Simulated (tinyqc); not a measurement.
## Trench capacitor in an array: capacitance, non-linearity, leakage and relaxation: charge lost after writing

A film between two metal electrodes, each interface adding a series capacitance ci. The small-signal permittivity is ek (1 + aq E^2); the field is found with the linear permittivity. Leakage J = J0 sinh(E/Ef). After a voltage step the film passes a relaxation current kr C V tt^(-nr), tt being the time in seconds. The sidewall is a coaxial capacitor with radii a = dm/2 - t and b = dm/2, depth AR dm; the end face is left out.

Planar film: Cf = eps0 ek/t, 1/C = 1/Cf + 2/ci, EOT = 3.9 eps0/C, effective permittivity C t/eps0, E = (V/t) C/Cf. A capacitor written for t0 and then left open loses, as a share of C V, kr (tt^(1 - nr) - t0^(1 - nr))/(1 - nr) by relaxation and J tt/(C V) by leakage; both are taken as small, and rows far outside that range are left out.

Inputs (values chosen for the exercise); permittivity of the order of that of titanium dioxide:
```
symbol,value,unit,meaning
ek,85.6,,relative permittivity of the film
t,7.1,nm,film thickness
ci,130,uF/cm^2,capacitance of each electrode interface (dead layer and screening)
aq,0.011,cm^2/MV^2,quadratic field coefficient of the permittivity
V,1.9,V,bias
nr,0.99,,exponent of the relaxation current
kr,0.0097,,strength of the relaxation
J0,5.7e-11,A/cm^2,leakage prefactor
Ef,0.49,MV/cm,field for an e-fold rise of the leakage
t0,1e-7,s,duration of the write pulse
```

Constants: eps0 = 8.8541878128e-14 F/cm where lengths are in cm. Results are converted to the units shown.

The same in every row: leakage current (nA/cm^2) = 3.1050.

Charge lost after writing:
```
tt (s)  relaxation current (nA/cm^2)  loss by relaxation (%)  loss by leakage (%)  total loss (%)
1e-6                        1.4718e8                  1.9231            1.7823e-8          1.9231
1e-5                        1.5061e7                  3.8910            1.7823e-7          3.8910
0.0001                      1.5412e6                  5.9047            1.7823e-6          5.9047
0.001                       1.5771e5                  7.9653            1.7823e-5          7.9653
0.01                           16138                  10.074            1.7823e-4          10.074
0.1                           1651.4                  12.232            0.0017823          12.233
1                             168.99                  14.440             0.017823          14.457
10                            17.292                  16.699              0.17823          16.877
100                           1.7695                  19.011               1.7823          20.793
```

Read the table: what changes, and by how much?

The two currents are equal at tt = 56.7 s. The loss by relaxation grows from 1.92 to 19.0 %, by 1.97 points over the first decade and 2.31 over the last, while the loss by leakage grows tenfold a decade. Relaxation is the larger loss in every row. For tt = 10, 100 the falling voltage would already cut the leakage, so the linear estimate overstates the loss.

Program tinyqc, `OMP_NUM_THREADS=1 python tinyqc.py 2102142 2102143 out.jsonl`; Intel Xeon 2.30GHz, shared host, one thread, about 0.01 s.
